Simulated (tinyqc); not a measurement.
Full spectrum, Debye and Einstein heat capacities: Born-von Karman spring model of a cubic crystal with one atom per cell. Computed by tinyqc, a small Python program. Command: `OMP_NUM_THREADS=1 python tinyqc.py 3005195 3005196 out.jsonl springs walk`. One thread of a shared host (Intel(R) Xeon(R) Processor @ 2.30GHz), about 0.09 s of CPU time with the checks.

First neighbours lie at a/2 (1,1,1) (8 of them), second at a (1,0,0) (6), with all permutations and signs; the volume per atom is Omega = a^3/2. Two shells of springs match a real metal only roughly, above all at the zone boundary.

Inputs (values chosen for the exercise, modelled on molybdenum):
```
quantity,value,unit
lattice constant a,3.147,angstrom
atomic mass M,95.95,u
radial spring k1L,4,eV/angstrom^2
transverse spring k1T,-0.029,eV/angstrom^2
radial spring k2L,3,eV/angstrom^2
transverse spring k2T,-0.21,eV/angstrom^2
```

Lattice: bcc.

Constants: 1 eV/angstrom^3 = 160.2176634 GPa; u = 1.6605390666e-27 kg; hbar = 1.054571817e-34 J s; k_B = 1.380649e-23 J/K; nu for 1 eV/(angstrom^2 u) = 15.6333042 THz; h x 1 THz = 4.135667696 meV; k_B = 8.617333262e-05 eV/K.

Method:
- [ij,kl] = (1/(2 Omega)) sum_R K_ij R_k R_l; C11 = [xx,xx], C44 = [xx,yy], C12 = 2 [xy,xy] - C44; B = (C11 + 2 C12)/3; Zener ratio A = 2 C44/(C11 - C12). K(R) = kL n n^T + kT (1 - n n^T).
- rho = M/Omega and v = sqrt(C/rho), with C = C11, C44, C44 along [100]; (C11 + C12 + 2 C44)/2, C44, (C11 - C12)/2 along [110]; (C11 + 2 C12 + 4 C44)/3 and twice (C11 - C12 + C44)/3 along [111].
- Christoffel matrix G_xx = C11 n_x^2 + C44 (1 - n_x^2), G_xy = (C12 + C44) n_x n_y, with eigenvalues rho v^2; v_m^-3 is the mean of v^-3 over three branches and all directions (12 Gauss-Legendre points in cos(theta) times 24 angles phi = (j + 1/2) pi/12); q_D = (6 pi^2/Omega)^(1/3); Theta = hbar v_m q_D/k_B.
- A neighbour at R with unit vector n couples by the matrix K(R) = kL n n^T + kT (1 - n n^T), and D(q) = (1/M) sum_R K(R) [1 - cos(q.R)].
- An eigenvalue lambda of D in eV/(angstrom^2 u) gives nu = 15.6333042 THz x sqrt(lambda).
- Mesh: q = sum_i (m_i + 1/2)/n b_i, m_i = 0..n-1, with b = [[0, 1, 1], [1, 0, 1], [1, 1, 0]] in 2 pi/a; sums are averages over the n^3 points (here n = 14), per atom.
- With x = h nu/(k_B T) and n = 1/(exp(x) - 1) for each mode: F = k_B T [x/2 + ln(1 - exp(-x))], U = k_B T x (n + 1/2), S/k_B = x n - ln(1 - exp(-x)), C/k_B = x^2 n (n + 1).
- Debye: C = 9 k_B (T/Theta)^3 int_0^(Theta/T) x^4 e^x/(e^x - 1)^2 dx with the elastic Theta. Einstein: three modes at the root-mean-square frequency. The last column is the Theta that makes the Debye formula give the full C at that T.

elastic Debye temperature = 459.825 K

root-mean-square frequency = 6.3182 THz

Heat capacity (k_B/atom):
```
T (K),full spectrum,Debye,Einstein,Theta from C (K)
55,0.5602,0.3702,0.3708,388.65
83,1.2291,0.9275,1.0932,387.53
110,1.7269,1.4298,1.6508,388.48
160,2.2690,2.0513,2.2430,389.76
230,2.6084,2.4766,2.6008,390.56
340,2.8106,2.7426,2.8088,391.03
460,2.8942,2.8553,2.8937,391.22
690,2.9523,2.9344,2.9522,391.35
```

What does the comparison show, and why?

The apparent Theta runs from 388 to 391 K against the elastic 460 K; at high T it tends to sqrt(5/3) h nu_rms/k_B = 391 K. At the lowest T the Debye value is 0.66 and the Einstein value 0.66 times the full one; dispersion bends the branches below the sound lines, so the real spectrum has more low modes than Debye assumes. At the highest T Debye misses by 0.61 % and Einstein by 0.0038 %.

Extremes, crossings and ranges named in words are read from the listed rows.
